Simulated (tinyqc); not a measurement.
Vacancy excess varied: nucleation and growth of vacancy voids in a cooling silicon-like crystal. Computed by tinyqc, a small Python program. Command: `OMP_NUM_THREADS=1 python tinyqc.py 3025153 3025154 out.jsonl voids walk`. One thread of a shared host (Intel(R) Xeon(R) Processor @ 2.30GHz), about 0.4 s of CPU time with the checks.

Spherical voids; vacancies are lost only to voids.

Inputs (values chosen for the exercise, close to those used for silicon):
```
quantity                                    value    unit
vacancy density at the melting point C_m  5.9e+14  1/cm^3
formation energy E_f                         3.86      eV
melting point T_m                            1685       K
diffusion prefactor D0                    0.00031  cm^2/s
migration energy E_m                         0.47      eV
site density rho                            5e+22  1/cm^3
void surface energy gamma                   0.893   J/m^2
cooling rate q                               0.85   K/min
vacancy excess C0                         2.6e+13  1/cm^3
temperature step                              0.2       K
```

Vacancy supply: given.

Constants: k_B = 8.617333262e-05 eV/K; k_B = 1.380649e-23 J/K.

Method:
- C = C0 as given.
- C_e = C_m exp[-(E_f/k_B)(1/T - 1/T_m)]; D = D0 exp(-E_m/(k_B T)); f = k_B T ln(C/C_e); r* = 2 gamma/(rho f); W* = 16 pi gamma^3/(3 rho^2 f^2); Z = f/sqrt(12 pi W* k_B T); I = rho Z (4 pi r* D C) exp(-W*/(k_B T)).
- March down from 1500 K in steps dT, dt = dT/q, with values at the upper end of each step: a class of I dt voids is born with r*; then all classes grow by r^2 += 2 D (C - C_e) dt/rho; C falls by the vacancies added to voids. Stop at 1150 K. T_n is the T of the largest I, N the final count (classes under 1e-6 /cm^3 are dropped), and the mean radius the number average.

initial excess C = 2.60e+13 1/cm^3

At fixed q:
```
C (1/cm^3)  T_n (K)  N (1/cm^3)  mean radius (nm)
1.00e+13     1270.0  1.9224e+07            13.393
1.60e+13     1293.4  1.3339e+07            17.709
2.60e+13     1318.4  9.1446e+06            23.630
4.20e+13     1343.8  6.2991e+06            31.415
6.50e+13     1367.6  4.4873e+06            40.711
```

What follows from these numbers?

More vacancies nucleate earlier (T_n rises by 98 K) and give fewer, larger voids: N goes as C^-0.78 and the radius as C^0.59, steeper than the -1/2 and +1/2 of the scaling argument at fixed D, because D rises with T_n.

Extremes, crossings and ranges named in words are read from the listed rows.
